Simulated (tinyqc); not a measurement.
Coherent transport through a tight-binding region between two chains, step by step. One step of it, computed by the program tinyqc.

Problem. Transmission at E = -0.68 eV. Surface Green function g = (E - i sqrt(4 t^2 - E^2)) / (2 t^2); self-energy tc^2 g on each contact site; G = (E - H - Sigma)^(-1); Gamma = -2 Im Sigma; T = Gamma_L Gamma_R |G_LR|^2; local density of states -Im G_ii / pi.

H of the central region (eV):
```
           1          2          3          4          5          6
1   0.730000  -2.470000   0.000000   0.000000   0.000000  -2.470000
2  -2.470000   0.540000  -2.470000   0.000000   0.000000   0.000000
3   0.000000  -2.470000  -0.890000  -2.470000   0.000000   0.000000
4   0.000000   0.000000  -2.470000   0.300000  -2.470000   0.000000
5   0.000000   0.000000   0.000000  -2.470000  -0.540000  -2.470000
6  -2.470000   0.000000   0.000000   0.000000  -2.470000   0.470000
```

Leads: semi-infinite chains with site energy 0:
```
parameter                           value
lead hopping t (eV)              1.930000
coupling to the left lead (eV)   1.350000
coupling to the right lead (eV)  0.840000
left contact site                       1
right contact site                      4
```

E = -0.680000 eV

Give: g; G; local density of states; transmission.

Solution.

g = -0.0913-0.5100i 1/eV

G (1/eV):
```
                 1                2                3                4
1   0.1518-0.0431i   0.2353-0.0411i  -0.0356+0.0228i  -0.2323+0.0392i
2   0.2353-0.0411i   0.0492-0.0557i   0.1939+0.0136i  -0.0657+0.0545i
3  -0.0356+0.0228i   0.1939+0.0136i   0.1313-0.0161i   0.1998-0.0122i
4  -0.2323+0.0392i  -0.0657+0.0545i   0.1998-0.0122i   0.0487-0.0535i
5  -0.0448+0.0256i  -0.2103+0.0162i  -0.0590-0.0176i   0.2153-0.0147i
6   0.2297-0.0377i   0.0538-0.0536i  -0.2032+0.0113i  -0.0365+0.0526i

                 5                6
1  -0.0448+0.0256i   0.2297-0.0377i
2  -0.2103+0.0162i   0.0538-0.0536i
3  -0.0590-0.0176i  -0.2032+0.0113i
4   0.2153-0.0147i  -0.0365+0.0526i
5   0.1367-0.0192i   0.1973+0.0136i
6   0.1973+0.0136i   0.0477-0.0519i
```

local density of states (1/eV): 0.0137  0.0177  0.0051  0.0170  0.0061  0.0165

transmission = 0.0743
